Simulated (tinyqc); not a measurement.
From results back to parameters: nanosheet or nanowire with hard walls, valleys of the Si type. Three cases, with inputs chosen for the exercise.

Problem. In a hard-walled rectangle E(n, l) = c pi^2 (n^2/(m_y W^2) + l^2/(m_z H^2)), c = hbar^2/2m0. Two levels were computed from hidden W and H.

Constants: hbar^2/2m0 = 3.80998211 eV angstrom^2.

Case 1.

Values chosen (out of a larger set: near those of Si; not measured data): m_y = 0.187 m0 (mass across the width); m_z = 0.911 m0 (mass along the height).

E(1, 1) = 0.026465 eV
E(2, 1) = 0.047339 eV

Case 2.

Values chosen (out of a larger set: near those of Si; not measured data): m_y = 0.186 m0 (mass across the width); m_z = 0.912 m0 (mass along the height).

E(1, 1) = 0.026341 eV
E(2, 1) = 0.059620 eV

Case 3.

Values chosen (out of a larger set: near those of Si; not measured data): m_y = 0.19 m0 (mass across the width); m_z = 0.918 m0 (mass along the height).

E(1, 1) = 0.023447 eV
E(2, 1) = 0.035714 eV

Find: width term; height term; W; H.

Solution. The difference of the two levels is three times the width term; the rest of E(1, 1) is the height term.

Case 1.

width term = 6.96 meV
height term = 19.51 meV
W = 170.0 angstrom
H = 46.0 angstrom

Case 2.

width term = 11.09 meV
height term = 15.25 meV
W = 135.0 angstrom
H = 52.0 angstrom

Case 3.

width term = 4.09 meV
height term = 19.36 meV
W = 220.0 angstrom
H = 46.0 angstrom

Computed by tinyqc, one run a case: `OMP_NUM_THREADS=1 python tinyqc.py N N+1 out.jsonl` with N = 1282589, 1282638, 1282701; one thread of a shared Intel(R) Xeon(R) Processor @ 2.30GHz, about 0.05 s a run at most.
